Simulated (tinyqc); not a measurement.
# Grain-boundary trapping model (Seto) of a polycrystalline semiconductor film, step by step

A worked calculation. Computed by tinyqc, a small Python program that keeps every step. Command: `OMP_NUM_THREADS=1 python tinyqc.py 3005992 3005993 out.jsonl poly walk`. One thread of a shared host (Intel(R) Xeon(R) Processor @ 2.30GHz), about 0.01 s of CPU time with the checks. Intermediate numbers are printed to about 5 digits and carried at full precision; extremes and crossings named in words are read from the listed rows.

Grains of equal size L are joined by thin boundaries with one trap level. Trapped carriers deplete a width W on each side and raise a barrier, crossed by thermionic emission. Dopants are fully ionised, statistics are non-degenerate and mu_g does not depend on T.

Inputs (values chosen for the exercise, modelled on polycrystalline silicon):
```
quantity                                     value        unit
permittivity eps                              11.7           -
effective mass m                              0.37         m_0
effective density of states at 300 K, N_c  2.1e+19      1/cm^3
grain size L                                    71          nm
trap density Q_t                             7e+11      1/cm^2
trap level E_t below the band edge            0.33          eV
doping N                                   3.1e+16      1/cm^3
mobility inside the grains mu_g                110  cm^2/(V s)
temperature T                                  400           K
```

Grain interior: resistance included.

Constants: e = 1.602176634e-19 C; eps_0 = 8.8541878128e-12 F/m; k_B = 8.617333262e-05 eV/K; m_0 = 9.1093837015e-31 kg; k_B = 1.380649e-23 J/K.

## Critical doping

If all traps fill, the grain is just depleted at N* = Q_t/L, with the barrier e Q_t L/(8 eps eps_0).

N* = 9.8592e+16 1/cm^3

barrier at N* with all traps filled = 0.096082 V

The traps stay filled only while e V_B is below E_t - k_B T ln(N_c(T)/N*) = 0.130 eV. The barrier above exceeds that or lies within 2 k_B T of it, so band bending brings the traps close to or above E_F before all fill, and the real maximum is lower.

## Barrier

N_c(T) = N_c (T/300 K)^(3/2). Filled traps Q = Q_t/(1 + (1/2) exp((E_t* - E_F)/k_B T)), where E_t* = e V_B - E_t and E_F are counted from the band edge at the grain centre. Partial depletion: Q = 2 N W, V_B = e N W^2/(2 eps eps_0), E_F = k_B T ln(N/N_c); solve for W. If that W would exceed L/2 the grain is fully depleted: W = L/2, Q = N L, and E_F follows from the trap equation. Centre density n_0 = N_c exp(E_F/k_B T).

depletion width W = 35.5 nm

barrier V_B = 0.030211 V

E_F = -0.35055 eV

centre density n_0 = 1.2385e+15 1/cm^3

The grain is fully depleted, and n_0 is 0.0400 of N.

## Resistivity and effective mobility

Boundary: sigma_b = L e^2 n_0 exp(-e V_B/k_B T)/sqrt(2 pi m k_B T); drift through the grain, depleted parts included: rho_g = [(1 - 2W/L) + (2W/L) int_0^1 exp(y^2 s^2) ds]/(e n_0 mu_g); rho = 1/sigma_b + rho_g. Mean carrier density n_av = n_0 [(1 - 2W/L) + (2W/L) (sqrt(pi)/2) erf(y)/y], y = sqrt(e V_B/k_B T); effective mobility 1/(e n_av rho).

boundary resistivity = 11.510 ohm cm

drift resistivity rho_g = 63.599 ohm cm

resistivity rho = 75.109 ohm cm

mean carrier density = 9.5489e+14 1/cm^3

effective mobility = 87.024 cm^2/(V s)

A single crystal with the same N and mu_g would have 1.83 ohm cm, a factor 41.0 lower.

## Activation energy

E_a = d ln(rho)/d(1/k_B T) from T - 5 K and T + 5 K; temperature coefficient d ln(rho)/dT.

activation energy E_a = 0.36414 eV

temperature coefficient = -2.6414 %/K

E_a is close to the trap depth E_t = 0.33 eV, since carriers must leave the traps.

## Against the doping

The formulas are those given above.

The same film:
```
N (1/cm^3)  W (nm)   V_B (V)  mean density (1/cm^3)  mobility (cm^2/(V s))  rho (ohm cm)
3.00e+15    35.500  0.002924             3.7340e+13                 98.980    1.6887e+03
9.90e+15    35.500  0.009648             1.5173e+14                 97.049    4.2388e+02
2.50e+16    35.500  0.024364             6.2477e+14                 90.433    1.1047e+02
4.90e+16    35.500  0.047753             3.0210e+15                 74.931    2.7572e+01
7.90e+16    35.500  0.076989             2.4218e+16                 52.496    4.9095e+00
1.20e+17    27.274  0.069028             8.2924e+16                 56.338    1.3360e+00
2.00e+17    17.140  0.045436             1.7019e+17                 75.084    4.8844e-01
3.90e+17     8.923  0.024011             3.7130e+17                 90.071    1.8663e-01
9.90e+17     3.530  0.009540             9.8162e+17                 96.644    6.5791e-02
3.90e+18     0.897  0.002427             3.8977e+18                 98.906    1.6190e-02
```

The barrier peaks among these rows at N = 7.9e16 (0.077 V) and the mobility has its minimum at 7.9e16; N* is 9.9e16. While the grain is fully depleted (W = L/2) V_B grows as N; once all traps are filled it falls as 1/N (last exponent -1.00). Partly depleted rows (W < L/2) with e V_B below 2 k_B T stretch the depletion approximation. Where N approaches N_c the non-degenerate statistics fail. rho drops most steeply, as N^-3.6, between 4.9e16 and 7.9e16.

Checks made by the program: charge in the traps against the depleted charge (relative difference below 1e-10).
